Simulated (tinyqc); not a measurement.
Liquidus of a compound AB in a simple-solution melt, liquid-phase epitaxy and vapour pressures: one step, computed by the program tinyqc. Command: `OMP_NUM_THREADS=1 python tinyqc.py 3020698 3020699 out.jsonl liq35 walk`. One thread of a shared host (Intel(R) Xeon(R) Processor @ 2.30GHz), about 0.05 s of CPU time with the checks.

x is the atom fraction of B in the melt. The melt is a simple solution: R T ln gamma_B = W (1 - x)^2, R T ln gamma_A = W x^2, W = a + b T. The solid AB is stoichiometric.

Question. Vapour pressures and congruent evaporation. Liquidus (Vieland): f(x) = R T ln[4 x (1 - x)] + 2 W (1/2 - x)^2 + S_F (T_F - T) = 0. Over the A-rich liquidus: p_A = gamma_A (1 - x) exp(S_A/R - H_A/(R T)), p_B2 = [gamma_B x exp(S_B/R - H_B/(R T))]^2, in bar. Free evaporation is congruent while the A flux over this liquidus is at least the B flux; with A and B2 taken as equal in mass for the estimate, T_c solves p_A = 2 p_B2.

Inputs (values chosen for the exercise, modelled on GaSb for the melt): melting point T_F = 983 K; entropy of fusion S_F = 66.2 J/(mol K); interaction a = 19.2 kJ/mol; interaction slope b = -24 J/(mol K); saturation temperature T = 626 K; heat of evaporation of A = 265 kJ/mol; entropy of evaporation of A = 109 J/(mol K); heat of evaporation of B as (1/2) B2 = 111 kJ/mol; entropy of evaporation of B as (1/2) B2 = 65.7 J/(mol K).

Constants: R = 8.314462618 J/(mol K).

Give: log10 p_A; log10 p_B2; congruent temperature T_c.

Answer.

log10 p_A = -16.419

log10 p_B2 = -16.458

congruent temperature T_c = 598.49 K

T is above T_c: in vacuum B leaves faster and droplets of A form unless a B flux is supplied.
